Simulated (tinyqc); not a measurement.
Raising the compensation: heavy doping: band filling, gap narrowing, band tails and the effective intrinsic density. Computed by tinyqc, a small Python program. Command: `OMP_NUM_THREADS=1 python tinyqc.py 3027962 3027963 out.jsonl gapnarrow sweep`. One thread of a shared host (Intel(R) Xeon(R) Processor @ 2.30GHz), about 0.04 s of CPU time with the checks.

An n-type crystal above its Mott density, with all dopants ionised: n = N_D - N_A, ionised centres N_I = N_D + N_A. Valleys are taken as spherical with mass m_e.

Inputs (values chosen for the exercise, for a model semiconductor): gap E_g = 2.72 eV; electron mass m_e = 0.18 m_0; valleys M_c = 1; dielectric constant eps = 11.4; donor density N_D = 2.3e+19 cm^-3; temperature T = 300 K.

Conduction band: non-parabolic (Kane).

Constants: a_0 = 0.529177210903 angstrom; Ry = 13.605693123 eV; k_B = 8.617333262e-05 eV/K; hbar^2/(2 m_0) = 3.80998212 eV angstrom^2; e = 1.602176634e-19 C; eps_0 = 8.8541878128e-12 F/m; e^2/(4 pi eps_0) = 14.39964548 eV angstrom.

Method:
- n = N_D (1 - ratio); Ry* = Ry m_e/eps^2, a* = a_0 eps/m_e; r_s = (3/(4 pi n))^(1/3)/a*; k_F = (3 pi^2 n/M_c)^(1/3); Mott density (0.26/a*)^3.
- n = M_c (1/(2 pi^2)) (m_e/(hbar^2/2m_0))^(3/2) int sqrt(E (1 + aE)) (1 + 2 aE) f dE with a = (1 - m_e)^2/E_g, f = 1/(1 + exp((E - E_F)/k_B T)); trapezoid rule in t = sqrt(E/k_B T), step 0.02 up to 12; E_F by bisection from the band edge.
- At T = 0, E_F (1 + a E_F) = (hbar^2/2m_0) k_F^2/m_e; dn/dE_F uses f (1 - f)/k_B T in place of f.
- Screening: q^2 = (e/(eps eps_0)) dn/dE_F. Exchange lowers the conduction band by (1/pi) k_F e^2/(4 pi eps_0 eps) (T = 0 Hartree-Fock at k_F, taken as a rigid shift). Screening raises the valence band by (q/2) e^2/(4 pi eps_0 eps) (static Coulomb hole). The narrowing is the sum; electron correlation and carrier-ion shifts are left out. Root-mean-square potential of randomly placed ions: V_rms = (e^2/(4 pi eps_0 eps)) sqrt(2 pi N_I/q).

One run for each value; columns: (1) compensation ratio N_A/N_D; (2) E_F above the band edge (meV); (3) V_rms (meV); (4) screening length 1/q (angstrom); (5) gap narrowing (meV):
```
(1)      (2)     (3)     (4)     (5)
0.00  153.41   62.37  16.873  72.805
0.10  142.79   66.14  17.248  70.769
0.20  131.66   69.95  17.682  68.555
0.35  113.78   75.87  18.491  64.797
0.50   93.97   82.36  19.613  60.277
0.65   71.13   90.18  21.376  54.474
0.80   42.36  101.74  24.943  46.007
0.90   14.47  117.30  31.408  36.527
```

Over the rows, E_F above the band edge (meV) falls from 153 to 14.5; V_rms (meV) rises from 62.4 to 117; screening length 1/q (angstrom) rises from 16.9 to 31.4. Compensation removes screening electrons and adds ions, so V_rms/E_F goes from 0.41 to 8.11.

Caution (rows 0, 0.100, 0.200, 0.350, 0.500, 0.650): the screening length is well below a*, where static Thomas-Fermi screening overstates the Coulomb hole. Caution (rows 0.650, 0.800, 0.900): V_rms exceeds both E_F and k_B T, so band tails reshape the edge. Caution (rows 0.800, 0.900): E_F is less than 2 k_B T above the edge: the T = 0 exchange term overstates the shift, and an absorption edge at k_F has no meaning. Caution (rows 0.900): r_s is above 1.2, where these high-density terms are rough.
